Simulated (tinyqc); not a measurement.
Bottom-up copper filling of a trench by curvature-enhanced accelerator coverage. Changing the aspect ratio h/w. Computed by tinyqc, a small Python program. Command: `OMP_NUM_THREADS=1 python tinyqc.py 3025951 3025952 out.jsonl superfill sweep`. One thread of a shared host (Intel(R) Xeon(R) Processor @ 2.30GHz), about 0.1 s of CPU time with the checks.

A rectangular trench keeps vertical walls and a flat floor. An accelerator floats on the surface; where area is lost in the corners it is passed on to the floor.

Inputs (values chosen for the exercise, close to those used for damascene copper plating):
```
quantity                                           value     unit
trench width w                                       220       nm
exchange current of the suppressed surface i_0     0.043  mA/cm^2
exchange current of the accelerated surface i_1     0.87  mA/cm^2
transfer coefficient alpha                           0.5        -
overpotential eta                                   0.17        V
starting coverage theta_0                          0.063        -
adsorption rate k_a                                    0      1/s
cupric ion concentration C                          0.57    mol/l
diffusivity D                                    4.4e-06   cm^2/s
boundary layer delta                                  58       um
temperature T                                        298        K
```

Constants: e = 1.602176634e-19 C; N_A = 6.02214076e+23 1/mol; k_B = 8.617333262e-05 eV/K.

Method. Kinetic current i_k = [i_0 (1 - theta) + i_1 theta] exp(alpha eta/(k_B T)), limit i_L = 2 F D C/delta, i = 1/(1/i_k + 1/i_L); velocity v = i Omega/(2F), Omega = 7.11 cm^3/mol, F = e N_A. Depletion inside the trench is ignored. Half width x, floor height y, depth h = aspect ratio x w. dx/dt = -v_s, dy/dt = v_b. d theta_b/dt = k_a (1 - theta_b) + [theta_s v_b + theta_b v_s]/x: the floor takes the accelerator of the wall it covers and keeps its own as it narrows. d theta_s/dt = k_a (1 - theta_s). theta_b is capped at 1. Integrate (tolerance 1e-9) until the walls meet (x = 0.02 w/2) or the floor passes the original mouth y = h. Start: x = w/2, y = 0, theta_b = theta_s = theta_0. Height filled = y/h, opening left = x/(w/2).

One run for each value:
```
aspect ratio h/w  share of the height filled from the floor  opening left, as a share of w  time at the end (s)
0.50                                                 1.0000                        0.39577                71.43
0.75                                                 1.0000                        0.26549                86.83
1.00                                                 1.0000                        0.18307                96.57
1.50                                                 1.0000                        0.04680               112.68
2.00                                                 0.7992                        0.02000               115.85
2.50                                                 0.6393                        0.02000               115.85
3.00                                                 0.5328                        0.02000               115.85
4.00                                                 0.3996                        0.02000               115.85
6.00                                                 0.2664                        0.02000               115.85
```

Over the rows, share of the height filled from the floor falls from 1.00 to 0.266, flat over part of the range; opening left, as a share of w falls from 0.396 to 0.0200, flat over part of the range; time at the end (s) rises from 71.4 to 116, flat over part of the range. The largest aspect ratio filled among these rows is 1.5. The floor must climb h while the walls close w/2, and its speed is bounded by v(1); a row with 0.02 left has pinched off with a seam.

Caution (all rows): real profiles develop slanted corners, and accelerator is consumed; both are left out.

Extremes, crossings and ranges named in words are read from the listed rows.
